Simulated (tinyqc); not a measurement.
Electron continuity equation in a given potential, Scharfetter-Gummel discretisation: error of the current against the mesh.

Steady state in one dimension: J = q mu n E + q D dn/dx with E = -dpsi/dx and D = mu Vt, dJ/dx = 0, fixed densities nL and nR at the ends. The potential is given, psi = 0 for x < L/2 and U (2 x/L - 1) beyond, and is not changed by the electrons.

Fluxes J_i = (q D/h)(n_(i+1) P_i - n_i Q_i), d_i = (psi_(i+1) - psi_i)/Vt: Scharfetter-Gummel P = B(d), Q = B(-d), B(d) = d/(exp(d) - 1); central P = 1 - d/2, Q = 1 + d/2; upwind P = 1 + max(-d, 0), Q = 1 + max(d, 0). Balance at each inner node: J_i - J_(i-1) = 0. The reference is Scharfetter-Gummel on 4000 intervals or more. Errors are those of J on the first interval against the reference at its midpoint; errors under 1e-6 % are printed as 0.

Values chosen for this exercise; mobility close to that of In0.53Ga0.47As at room temperature:
- T = 300 K (temperature)
- mu = 10900 cm^2/(V s) (electron mobility)
- L = 1.1 um (length of the region)
- nL = 1.5e15 cm^-3 (density at x = 0)
- nR = 0 cm^-3 (density at x = L)
- U = 0.36 V (potential difference psi(L) - psi(0))

Constants: q = 1.602176634e-19 C, kB = 1.380649e-23 J/K, Vt = kB T/q. Results are converted to the units shown.

The same in every row: reference J (A/cm^2) = -1149.

Error of the current against the mesh:

| N | largest \|d\| | SG error (%) | central error (%) | upwind error (%) |
|---|---|---|---|---|
| 5 | 5.570 | 14.1 | 11.9 | 16.0 |
| 10 | 2.785 | 0 | -8.03e-4 | 8.62e-3 |
| 20 | 1.393 | 0 | -5.78e-6 | 1.08e-3 |
| 40 | 0.6963 | 0 | -2.73e-6 | 1.66e-4 |
| 80 | 0.3481 | 0 | 0 | 3.73e-5 |
| 160 | 0.1741 | 0 | 0 | 1.18e-5 |

From N = 80 to 160 the error shrinks by 3.2 (upwind); 4 marks second order and 2 first order. At N = 5 the errors are 14, 12 and 16 %.

Range of the model: The drift velocity mu E exceeds 1e7 cm/s somewhere, where real mobilities no longer stay constant.

Program tinyqc, `OMP_NUM_THREADS=1 python tinyqc.py 2220134 2220135 out.jsonl`; Intel Xeon 2.30GHz, shared host, one thread, about 0.01 s.
